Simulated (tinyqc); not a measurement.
Chemical vapour deposition: Grove model, boundary layer, depletion and step coverage: one step, computed by the program tinyqc. Command: `OMP_NUM_THREADS=1 python tinyqc.py 3011155 3011156 out.jsonl cvd walk`. One thread of a shared host (Intel(R) Xeon(R) Processor @ 2.30GHz), about 0.01 s of CPU time with the checks.

A precursor diffuses to the surface and reacts there at first order; each molecule that reacts adds one formula unit of film.

Question. Growth rate at the inlet. Fluxes in series: C_s = C_g/(1 + k_s/h_g); growth rate G = k_s h_g/(k_s + h_g) C_g/N; 1 cm/s = 6e8 nm/min.

Inputs (values chosen for the exercise, close to those used for epitaxial silicon from a chlorosilane): temperature T = 1080 C; film density N = 5e+22 formula units/cm^3.

Reactor: horizontal, atmospheric.

surface rate constant k_s = 0.3583297 cm/s

mass-transfer coefficient h_g = 5.717385 cm/s

precursor density C_g = 8.135373e+16 1/cm^3

Give: ratio k_s/h_g; C_s/C_g; growth rate G at the inlet.

Answer.

ratio k_s/h_g = 0.06267

C_s/C_g = 0.9410

growth rate G at the inlet = 329.2 nm/min

The surface reaction limits the rate, so temperature must be uniform.
